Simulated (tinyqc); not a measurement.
Buckled dimers of a reconstructed (001) surface, two dangling bonds a dimer: one step. An isolated dimer. Three cases, with inputs chosen for the exercise.

Task: For ta = tx = 0, W = -2 sqrt(tp^2 + (gm z)^2) + kf z^2. It buckles if gm^2/kf > tp; then sqrt(tp^2 + (gm z)^2) = gm^2/kf, the gap is twice that, and the gain is (gm^2/kf - tp)^2 kf/gm^2.

Give: gm^2/kf; buckling z; gap; gain.

Case 1.

Values chosen (out of a larger set: of the size met on Si(001); not measured data): tp = 0.26 eV (pi coupling inside a dimer); gm = 1.88 eV/angstrom (shift of a dangling bond with height); kf = 6.2 eV/angstrom^2 (force constant of buckling).

Result:

gm^2/kf = 0.5701 eV
buckling z = 0.2699 angstrom
gap = 1.1401 eV
gain = 0.1686 eV

The pi bond is too weak to resist: the dimer tilts and charge moves to the up atom.

Case 2.

Values chosen (out of a larger set: of the size met on Si(001); not measured data): tp = 0.33 eV (pi coupling inside a dimer); gm = 2.05 eV/angstrom (shift of a dangling bond with height); kf = 7.2 eV/angstrom^2 (force constant of buckling).

Result:

gm^2/kf = 0.5837 eV
buckling z = 0.2348 angstrom
gap = 1.1674 eV
gain = 0.1103 eV

The pi bond is too weak to resist: the dimer tilts and charge moves to the up atom.

Case 3.

Values chosen (out of a larger set: of the size met on diamond (001); not measured data): tp = 1.08 eV (pi coupling inside a dimer); gm = 2.3 eV/angstrom (shift of a dangling bond with height); kf = 7.8 eV/angstrom^2 (force constant of buckling).

Result:

gm^2/kf = 0.6782 eV
buckling z = 0.0000 angstrom
gap = 2.1600 eV
gain = 0.0000 eV

The pi bond is strong enough to keep the dimer flat.

Computed by tinyqc, one run a case: `OMP_NUM_THREADS=1 python tinyqc.py N N+1 out.jsonl` with N = 1482462, 1482822, 1482838; one thread of a shared Intel(R) Xeon(R) Processor @ 2.30GHz, about 0.07 s a run at most.
